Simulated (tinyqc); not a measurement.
Band edges of strained Si(1-x)Ge(x) on relaxed Si(1-y)Ge(y): one step. Conduction valleys of the layer. Five cases, with inputs chosen for the exercise.

Question. Give the hydrostatic shifts, the uniaxial shifts and the edges.

A valley with unit axis u lies at Ev + gap + (av + a_valley) tr(e) + Xu (u.e.u - tr(e)/3); the Delta axes are x, y, z and the L axes [111], [1-1-1], [-11-1], [-1-11]. The second-order shift of the Delta valleys under shear is left out; it lowers the pair normal to the sheared plane by tens of meV at a shear of 1 %.

Give: hydrostatic shifts of Delta and L; uniaxial shifts; valley edges.

Case 1.

Interpolated values (a in angstrom, C11, C12, C44 in GPa, all else in eV):

| symbol | layer | buffer |
|---|---|---|
| a | 5.661000 | 5.554462 |
| Dso | 0.294000 | 0.181500 |
| av | 1.230000 | 1.788000 |
| b | -2.570000 | -2.363000 |
| d | -5.360000 | -5.130500 |
| C11 | 129.200000 | 145.940000 |
| C12 | 48.600000 | 55.665000 |
| C44 | 66.000000 | 72.300000 |
| Ev | 0.600000 | 0.330000 |
| ED | 0.917000 | 0.981485 |
| EL | 0.744000 | 1.329000 |
| aD | 1.340000 | 1.547000 |
| aL | -3.050000 | -3.041000 |
| XuD | 9.390000 | 9.340500 |
| XuL | 14.790000 | 15.213000 |

strain tensor in the cubic axes:
```
             x            y           z
x  -0.01881955   0.00000000  0.00000000
y   0.00000000  -0.01881955  0.00000000
z   0.00000000   0.00000000  0.01415836
```

Answer.

hydrostatic shifts of Delta and L (eV): -0.0603  0.0427

uniaxial shifts (eV): Delta x -0.1032, Delta y -0.1032, Delta z 0.2064, L [111] 0.0000, L [1-1-1] 0.0000, L [-11-1] 0.0000, L [-1-11] 0.0000

valley edges (eV): Delta x 1.3534, Delta y 1.3534, Delta z 1.6631, L [111] 1.3867, L [1-1-1] 1.3867, L [-11-1] 1.3867, L [-1-11] 1.3867

The lowest set is Delta4 (the digit counts whole valleys) at 1.3534 eV; the Delta valleys spread over 310 meV and the L valleys over 0 meV. The lowest Delta and L edges are only 33 meV apart, within the spread of parameter sets.

Case 2.

Interpolated values (a in angstrom, C11, C12, C44 in GPa, all else in eV):

| symbol | layer | buffer |
|---|---|---|
| a | 5.659000 | 5.620070 |
| Dso | 0.289000 | 0.247350 |
| av | 1.230000 | 1.442500 |
| b | -2.550000 | -2.473500 |
| d | -5.310000 | -5.219900 |
| C11 | 127.400000 | 133.894000 |
| C12 | 48.600000 | 51.286000 |
| C44 | 66.000000 | 68.244000 |
| Ev | 0.720000 | 0.597600 |
| ED | 0.919000 | 0.927218 |
| EL | 0.748000 | 0.962540 |
| aD | 1.240000 | 1.299500 |
| aL | -2.820000 | -2.860800 |
| XuD | 9.340000 | 9.272000 |
| XuL | 14.930000 | 15.132300 |

strain tensor in the cubic axes:
```
             x            y           z
x  -0.00687931   0.00000000  0.00000000
y   0.00000000  -0.00687931  0.00000000
z   0.00000000   0.00000000  0.00524858
```

Answer.

hydrostatic shifts of Delta and L (eV): -0.0210  0.0135

uniaxial shifts (eV): Delta x -0.0378, Delta y -0.0378, Delta z 0.0755, L [111] 0.0000, L [1-1-1] 0.0000, L [-11-1] 0.0000, L [-1-11] 0.0000

valley edges (eV): Delta x 1.5802, Delta y 1.5802, Delta z 1.6935, L [111] 1.4815, L [1-1-1] 1.4815, L [-11-1] 1.4815, L [-1-11] 1.4815

The lowest set is L4 (the digit counts whole valleys) at 1.4815 eV; the Delta valleys spread over 113 meV and the L valleys over 0 meV.

Case 3.

Interpolated values (a in angstrom, C11, C12, C44 in GPa, all else in eV):

| symbol | layer | buffer |
|---|---|---|
| a | 5.556200 | 5.433000 |
| Dso | 0.180950 | 0.044000 |
| av | 1.792500 | 2.480000 |
| b | -2.332000 | -2.090000 |
| d | -5.089500 | -4.820000 |
| C11 | 145.080000 | 165.100000 |
| C12 | 55.340000 | 64.800000 |
| C44 | 72.660000 | 79.700000 |
| Ev | 0.341000 | 0.000000 |
| ED | 0.981615 | 1.169000 |
| EL | 1.314400 | 2.025000 |
| aD | 1.437000 | 1.690000 |
| aL | -3.100500 | -3.370000 |
| XuD | 9.358500 | 9.100000 |
| XuL | 15.419500 | 15.920000 |

strain tensor in the cubic axes:
```
             x            y            z
x  -0.01179445   0.01037898   0.01037898
y   0.01037898  -0.01179445   0.01037898
z   0.01037898   0.01037898  -0.01179445
```

Answer.

hydrostatic shifts of Delta and L (eV): -0.1143  0.0463

uniaxial shifts (eV): Delta x 0.0000, Delta y 0.0000, Delta z 0.0000, L [111] 0.3201, L [1-1-1] -0.1067, L [-11-1] -0.1067, L [-1-11] -0.1067

valley edges (eV): Delta x 1.2083, Delta y 1.2083, Delta z 1.2083, L [111] 2.0218, L [1-1-1] 1.5950, L [-11-1] 1.5950, L [-1-11] 1.5950

The lowest set is Delta6 (the digit counts whole valleys) at 1.2083 eV; the Delta valleys spread over 0 meV and the L valleys over 427 meV.

Case 4.

Interpolated values (a in angstrom, C11, C12, C44 in GPa, all else in eV):

| symbol | layer | buffer |
|---|---|---|
| a | 5.538250 | 5.504867 |
| Dso | 0.167500 | 0.130750 |
| av | 1.845000 | 2.026500 |
| b | -2.305000 | -2.234500 |
| d | -5.050000 | -4.966000 |
| C11 | 147.150000 | 152.715000 |
| C12 | 56.350000 | 58.855000 |
| C44 | 73.550000 | 75.575000 |
| Ev | 0.310000 | 0.217000 |
| ED | 0.985750 | 1.022987 |
| EL | 1.389000 | 1.580700 |
| aD | 1.535000 | 1.581500 |
| aL | -2.865000 | -2.863500 |
| XuD | 9.140000 | 9.131000 |
| XuL | 15.795000 | 15.922500 |

strain tensor in the cubic axes:
```
             x            y            z
x  -0.00156020   0.00446742   0.00000000
y   0.00446742  -0.00156020   0.00000000
z   0.00000000   0.00000000  -0.00602763
```

Answer.

hydrostatic shifts of Delta and L (eV): -0.0309  0.0093

uniaxial shifts (eV): Delta x 0.0136, Delta y 0.0136, Delta z -0.0272, L [111] 0.0470, L [1-1-1] -0.0470, L [-11-1] -0.0470, L [-1-11] 0.0470

valley edges (eV): Delta x 1.2784, Delta y 1.2784, Delta z 1.2376, L [111] 1.7554, L [1-1-1] 1.6613, L [-11-1] 1.6613, L [-1-11] 1.7554

The lowest set is Delta2 (the digit counts whole valleys) at 1.2376 eV; the Delta valleys spread over 41 meV and the L valleys over 94 meV.

Case 5.

Interpolated values (a in angstrom, C11, C12, C44 in GPa, all else in eV):

| symbol | layer | buffer |
|---|---|---|
| a | 5.437000 | 5.480401 |
| Dso | 0.044000 | 0.095870 |
| av | 2.460000 | 2.205900 |
| b | -2.130000 | -2.222400 |
| d | -4.780000 | -4.885000 |
| C11 | 166.400000 | 158.063000 |
| C12 | 63.100000 | 60.118000 |
| C44 | 78.900000 | 76.275000 |
| Ev | 0.000000 | 0.144900 |
| ED | 1.150000 | 1.065775 |
| EL | 2.049000 | 1.773270 |
| aD | 1.740000 | 1.656000 |
| aL | -3.300000 | -3.178200 |
| XuD | 8.850000 | 8.978100 |
| XuL | 16.080000 | 15.958200 |

strain tensor in the cubic axes:
```
             x            y           z
x   0.00195182  -0.00603065  0.00000000
y  -0.00603065   0.00195182  0.00000000
z   0.00000000   0.00000000  0.00798247
```

Answer.

hydrostatic shifts of Delta and L (eV): 0.0499  -0.0100

uniaxial shifts (eV): Delta x -0.0178, Delta y -0.0178, Delta z 0.0356, L [111] -0.0646, L [1-1-1] 0.0646, L [-11-1] 0.0646, L [-1-11] -0.0646

valley edges (eV): Delta x 1.1821, Delta y 1.1821, Delta z 1.2355, L [111] 1.9744, L [1-1-1] 2.1037, L [-11-1] 2.1037, L [-1-11] 1.9744

The lowest set is Delta4 (the digit counts whole valleys) at 1.1821 eV; the Delta valleys spread over 53 meV and the L valleys over 129 meV.

Computed by tinyqc, one run a case: `OMP_NUM_THREADS=1 python tinyqc.py N N+1 out.jsonl` with N = 1051570, 1051593, 1080141, 1080180, 1080640; one thread of a shared Intel(R) Xeon(R) Processor @ 2.30GHz, about 0.02 s a run at most.
